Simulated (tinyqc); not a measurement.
# Microkinetic model of a Langmuir-Hinshelwood surface reaction A + (1/2) B2 = AB with Bronsted-Evans-Polanyi barriers, step by step

A worked calculation. Computed by tinyqc, a small Python program that keeps every step. Command: `OMP_NUM_THREADS=1 python tinyqc.py 3003051 3003052 out.jsonl microkin walk`. One thread of a shared host (Intel(R) Xeon(R) Processor @ 2.30GHz), about 0.01 s of CPU time with the checks. Intermediate numbers are printed to about 6 digits and carried at full precision; extremes and crossings named in words are read from the listed rows.

A adsorbs in equilibrium; B2 dissociates irreversibly on two free sites; adsorbed A and B react irreversibly and AB leaves at once. theta_A + theta_B + theta_* = 1.

Inputs (values chosen for the exercise, for a model catalyst):

| quantity | value | unit |
|---|---|---|
| adsorption energy of A, E_A | -1.21 | eV |
| adsorption energy per B atom, E_B | -1.39 | eV |
| entropy loss of A, S_A | 1.8 | meV/K |
| entropy loss of B2, S_B | 1.8 | meV/K |
| slope a1 of the dissociation barrier | 0.75 | - |
| intercept b1 | 1.5 | eV |
| slope a2 of the reaction barrier | 0.38 | - |
| intercept b2 | 0.27 | eV |
| pressure p_A | 0.65 | bar |
| pressure p_B | 0.72 | bar |
| temperature T | 800 | K |

Solver: Newton.

Constants: k_B = 8.617333262e-05 eV/K; hbar = 6.582119569e-16 eV s.

## Constants

K_A = exp(-(E_A + T S_A)/(k_B T)) per bar; barriers E1 = max(b1 + a1 2 E_B, 0), E2 = b2 - a2 (E_A + E_B); k1 = (k_B T/h) exp(-S_B/k_B) exp(-E1/(k_B T)) per bar, k2 = (k_B T/h) exp(-E2/(k_B T)), h = 2 pi hbar.

barrier E1 = 0 eV

barrier E2 = 1.258 eV

K_A = 0.0355684 1/bar

k1 = 14135.7 1/(bar s)

k2 = 198092 1/s

Caution: the linear relation gives a negative E1, which is set to zero: dissociation is not activated.

## Steady state in closed form

theta_A = K_A p_A theta_*; 2 k1 p_B theta_*^2 = k2 theta_A theta_B, so theta_B = w theta_* with w = 2 k1 p_B/(k2 K_A p_A); theta_* = 1/(1 + K_A p_A + w); rate r = k2 theta_A theta_B.

w = 4.44463

theta_* = 0.182891

theta_A = 0.00422832

theta_B = 0.812881

rate r = 680.866 1/s per site

The surface is covered by B, and the reaction step limits.

## Iterative solution

Unknown y = theta_B, theta_* = (1 - y)/(1 + K_A p_A). Newton steps on G(y) = 2 k1 p_B theta_* - k2 K_A p_A y, the balance divided by theta_*, would end in one step; the program uses the undivided F(y) = theta_* G(y): y(new) = y - F/F', start y = 0. Stop when the change is below 1e-10, after 80 steps at most.

Course of the iteration:

| step | y in | y new | change |
|---|---|---|---|
| 1 | 0.000000 | 0.448392 | 4.48392e-01 |
| 2 | 0.448392 | 0.667861 | 2.19469e-01 |
| 3 | 0.667861 | 0.768806 | 1.00945e-01 |
| 4 | 0.768806 | 0.805824 | 3.70179e-02 |
| 5 | 0.805824 | 0.812634 | 6.80964e-03 |
| 6 | 0.812634 | 0.812881 | 2.47163e-04 |
| 7 | 0.812881 | 0.812881 | 3.26474e-07 |
| 8 | 0.812881 | 0.812881 | 5.69544e-13 |

theta_B at the end = 0.812881

last change = 5.69544e-13

Converged in 8 steps to the closed form.

## Orders and rate control

From r = 2 k1 p_B theta_*^2: order in p_B and degree of control of step 1 = 1 - 2 theta_B; control of step 2 = 2 theta_B; order in p_A = 2 (theta_B - theta_A). Apparent energy = (E1 + k_B T)(1 - 2 theta_B) + (E2 + k_B T) 2 theta_B + E_A x order in p_A.

order in p_B, X1 = -0.625762

X2 = 1.62576

order in p_A = 1.61731

apparent activation energy = 0.157208 eV

## Rate against the binding of B

The formulas are those given above.

Changing E_B at fixed E_A:

| E_B (eV) | E1 (eV) | E2 (eV) | theta_* | theta_A | theta_B | log10 r |
|---|---|---|---|---|---|---|
| -2.40 | 0 | 1.6418 | 8.58912e-04 | 1.98576e-05 | 9.99121e-01 | -1.82342 |
| -2.10 | 0 | 1.5278 | 4.47206e-03 | 1.03391e-04 | 9.95425e-01 | -0.39031 |
| -1.80 | 0 | 1.4138 | 2.29276e-02 | 5.30073e-04 | 9.76542e-01 | 1.02940 |
| -1.50 | 0 | 1.2998 | 1.09013e-01 | 2.52031e-03 | 8.88467e-01 | 2.38363 |
| -1.25 | 0 | 1.2048 | 3.24934e-01 | 7.51229e-03 | 6.67553e-01 | 3.33227 |
| -1.00 | 0.000 | 1.1098 | 6.48936e-01 | 1.50030e-02 | 3.36061e-01 | 3.93308 |
| -0.75 | 0.375 | 1.0148 | 9.76862e-01 | 2.25845e-02 | 5.53580e-04 | 1.92595 |
| -0.50 | 0.750 | 0.9198 | 9.77402e-01 | 2.25970e-02 | 6.06109e-07 | -0.43597 |
| -0.25 | 1.125 | 0.8248 | 9.77403e-01 | 2.25970e-02 | 6.63257e-10 | -2.79836 |
| 0.00 | 1.500 | 0.7298 | 9.77403e-01 | 2.25970e-02 | 7.25791e-13 | -5.16076 |

The rate is highest at E_B = -1 eV among these rows, where theta_B = 0.34. On the weak-binding side log10 r falls by 9.4 per eV, from the dissociation barrier (2 a1/(k_B T ln 10) = 9.4). On the strong-binding side B fills the surface and the rate falls again: the Sabatier volcano.

Checks made by the program: iteration against the closed form (relative difference below 1e-10); apparent energy against a finite difference (on the scale of E2) (relative difference 1e-10).
